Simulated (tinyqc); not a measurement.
Lifetime against injection: carrier lifetime from Shockley-Read-Hall, radiative, Auger and surface recombination. Computed by tinyqc, a small Python program. Command: `OMP_NUM_THREADS=1 python tinyqc.py 3000661 3000662 out.jsonl lifetime walk`. One thread of a shared host (Intel(R) Xeon(R) Processor @ 2.30GHz), about 0.02 s of CPU time with the checks.

Energies are counted from the top of the valence band. Boltzmann statistics, full ionisation, and equal excess densities of electrons and holes.

Inputs (values chosen for the exercise, with bands modelled on CdTe): gap E_g = 1.54 eV; electron mass m_e = 0.0977 m_0; valleys M_c = 1; hole mass m_h = 0.645 m_0; temperature T = 250 K; doping N = 7.4e+16 cm^-3; trap level E_t = 0.766 eV; trap density N_t = 1.9e+14 cm^-3; electron cross-section sigma_n = 6.3e-14 cm^2; hole cross-section sigma_p = 2.6e-16 cm^2; radiative coefficient B = 2e-10 cm^3/s; Auger coefficient C_n = 7.8e-32 cm^6/s; Auger coefficient C_p = 2.2e-30 cm^6/s; diffusion coefficient D = 47 cm^2/s; surface velocity S = 11 cm/s; thickness W = 4.6 micrometre.

Doping: p-type. Surface term: two equal surfaces.

Constants: m_0 = 9.1093837015e-31 kg; k_B = 1.380649e-23 J/K; h = 6.62607015e-34 J s; k_B = 8.617333262e-05 eV/K.

Method:
- N_c = 2 M_c (2 pi m_e k_B T/h^2)^(3/2) and N_v = 2 (2 pi m_h k_B T/h^2)^(3/2), masses in units of m_0.
- n_i = sqrt(N_c N_v) exp(-E_g/2 k_B T); majority density N/2 + sqrt(N^2/4 + n_i^2), minority density n_i^2 over it.
- v = sqrt(3 k_B T/m) with m_e or m_h; tau_n0 = 1/(sigma_n v_n N_t), tau_p0 = 1/(sigma_p v_p N_t); n1 = N_c exp(-(E_g - E_t)/k_B T), p1 = N_v exp(-E_t/k_B T).
- The slowest diffusion mode has x tan x = S W/(2 D) with 0 < x < pi/2 (bisection), and tau_s = W^2/(4 x^2 D). The common approximation is W/(2 S) + W^2/(pi^2 D).
- With n = n_0 + dn, p = p_0 + dn and U/dn = 1/tau: (n p - n_i^2)/dn = n_0 + p_0 + dn = s; 1/tau_SRH = s/[tau_p0 (n + n1) + tau_n0 (p + p1)]; 1/tau_rad = B s; 1/tau_Aug = (C_n n + C_p p) s; the rates add, with 1/tau_s.
- Rows stop below half the smaller effective density of states.

N_c = 5.82964e+17 cm^-3

N_v = 9.88871e+18 cm^-3

n_0 = 7.02290e-12 cm^-3

p_0 = 7.40e+16 cm^-3

tau_p0 = 1.52484e-06 s

n1 = 145.375 cm^-3

tau_n0 = 2.44921e-09 s

p1 = 3574.86 cm^-3

tau_s = 2.09095e-05 s

Lifetimes (s):
```
dn (cm^-3)         SRH   radiative       Auger   effective  radiative efficiency  fastest channel
1.00e+10    2.4494e-09  6.7568e-08  8.3007e-05  2.3634e-09               0.03498              SRH
1.00e+11    2.4513e-09  6.7567e-08  8.3007e-05  2.3651e-09               0.03500              SRH
1.00e+12    2.4698e-09  6.7567e-08  8.3005e-05  2.3824e-09               0.03526              SRH
1.00e+13    2.6552e-09  6.7558e-08  8.2984e-05  2.5544e-09               0.03781              SRH
1.00e+14    4.5070e-09  6.7476e-08  8.2779e-05  4.2238e-09               0.06260              SRH
1.00e+15    2.2780e-08  6.6667e-08  8.0770e-05  1.6961e-08               0.25442              SRH
1.00e+16    1.8398e-07  5.9524e-08  6.4149e-05  4.4845e-08               0.75340        radiative
1.00e+17    8.7880e-07  2.8736e-08  1.4714e-05  2.7736e-08               0.96523        radiative
```

What does the comparison show, and why?

tau_SRH goes from 2.45e-9 s at low injection (the minority capture time, 2.45e-9 s) to 8.79e-7 s in the last row; at high injection it tends to tau_n0 + tau_p0 = 1.53e-6 s. Ruling channel by row: SRH from 1e10, radiative from 1e16 cm^-3.
